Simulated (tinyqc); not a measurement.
# Width from the threshold shift

Inverse problem. Undoped body with a flat potential across it, hard walls, transport along x. One isotropic valley (g = 1, mx = my = mz = me). Non-parabolicity enters the subband edges through E (1 + al E) = gamma, so E = 2 gamma/(1 + sqrt(1 + 4 al gamma)); motion within a subband is taken as parabolic with the band-edge mass. Energies are counted from the bulk band edge. gamma = C pi^2 [a^2/(my (t + dl)^2) + b^2/(mz (H + dl)^2)], C = hbar^2/(2 m0). Each subband has N_k = g sqrt(2 mx m0 kB T/(pi hbar^2)); without degeneracy n = exp(EF/Vt) sum N_k exp(-E_k/Vt). Classical value Nc times t H, Nc = sum over valleys of 2 g (m m0 kB T/(2 pi hbar^2))^1.5 with m = (mx my mz)^(1/3). Threshold shift dVT = Vt ln(classical value/sum N_k exp(-E_k/Vt)). Find t and the lowest subband edge.

Inputs (values chosen for the exercise); masses close to those of In0.53Ga0.47As: temperature T = 300 K; mass at the band edge me = 0.041 m0; non-parabolicity al = 1.2 1/eV; widening of the box by penetration into the insulator dl = 0 nm; height (along z) H = 18 nm.

Constants: q = 1.602176634e-19 C, kB = 1.380649e-23 J/K, hbar = 1.054571817e-34 J s, m0 = 9.1093837015e-31 kg, Vt = kB T/q, hbar^2/(2 m0) = 0.0380998212 eV nm^2. Results are converted to the units shown.

dVT = 292.55816 mV

Answer. dVT is evaluated for trial values of t with all subbands; between 1.5 and 25 nm one value matches.

t = 4.50 nm
E_1 = 341 meV

Numbers from tinyqc (`OMP_NUM_THREADS=1 python tinyqc.py 2350119 2350120 out.jsonl`; about 0.08 s on one thread of a shared Intel Xeon 2.30GHz).
